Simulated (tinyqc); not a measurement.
# Sharing a fixed EOT between the layers

Without charge in the stack, a voltage of 0.6 V over an EOT of 2.9 nm gives F1 = (V/EOT)(3.9/e1) and F2 = F1 e1/e2; t2 = e2 (EOT/3.9 - t1/e1).

Values chosen for this exercise: relative permittivity of layer 1 e1 = 3.78; relative permittivity of layer 2 e2 = 9.22.

Sharing a fixed EOT between the layers:
```
t1 (nm),t2 (nm),physical thickness (nm),drop over layer 1 (V),drop over layer 2 (V)
0,6.8559,6.8559,0,0.60000
0.34,6.0266,6.3666,0.072578,0.52742
0.68,5.1973,5.8773,0.14516,0.45484
1.02,4.3680,5.3880,0.21773,0.38227
1.37,3.5143,4.8843,0.29245,0.30755
1.71,2.6849,4.3949,0.36502,0.23498
2.05,1.8556,3.9056,0.43760,0.16240
2.39,1.0263,3.4163,0.51018,0.089819
```

What does the table show?

Each 0.1 nm of layer 1 costs 0.244 nm of layer 2, so the physical thickness falls from 6.86 to 3.42 nm. The fields do not change, 2.13 MV/cm in layer 1 and 0.875 MV/cm in layer 2, and layer 1 takes half of the voltage at t1 = 1.41 nm.

Computed by the program tinyqc: `OMP_NUM_THREADS=1 python tinyqc.py 2010161 2010162 out.jsonl`, one thread of a shared Intel Xeon 2.30GHz, about 0.01 s for the whole run.
